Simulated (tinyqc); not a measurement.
Single-electron transistor, orthodox theory and master equation: one step of the calculation.

A metal island with n extra electrons joins the left lead (voltage V) and the right lead (0 V) by tunnel junctions and couples to a gate. Cs = CL + CR + Cg. Adding electron n + 1 costs mu(n) = [q (n + 1/2) - CL V - Cg Vg]/Cs (in volts); the Fermi levels are -V (left) and 0 (right). A jump that gains the energy W has the rate G(W) = (W/q)/(R [1 - exp(-W/Vt)]), W in volts, Vt = kB T/q. Sequential tunnelling only; I > 0 flows from left to right.

Problem. Probabilities and current. Steady state: p(n + 1)/p(n) = (sum of on rates)/(sum of off rates), normalised. I = q sum_n [p(n + 1) (off to left) - p(n) (on from left)].

Inputs (values chosen for the exercise):
- n0 = -1 (lowest charge state kept)
- n1 = 2 (highest charge state kept)

Constants: q = 1.602176634e-19 C. Results are converted to the units shown.

| n to n + 1, n | on from left (1/ns) | on from right (1/ns) | off to left (1/ns) | off to right (1/ns) |
|---|---|---|---|---|
| -1 | 53.362676 | 226.08595 | 4.4028749 | 0.0022435969 |
| 0 | 0.026177049 | 21.987526 | 172.59938 | 17.436827 |
| 1 | 7.4795402e-7 | 0.0034238937 | 394.10622 | 216.98573 |

Give: p(n); I; mean n.

Solution.

p(n), n -1 to 2: [0.01393, 0.8837, 0.1024, 5.737e-7]
I = 3.331 nA
mean n = 0.08844

Two plain resistors in series would pass 14.2 nA; this is 23.5 % of that. 3 charge states hold more than 1 % each.

Range of the model: Cotunnelling, which dominates deep in the blockade, is left out. A junction resistance within a factor of four of h/q^2 = 25.8 kohm strains the orthodox theory.

tinyqc, about 0.01 s, one thread, Intel Xeon 2.30GHz (shared host): `OMP_NUM_THREADS=1 python tinyqc.py 2780128 2780129 out.jsonl`
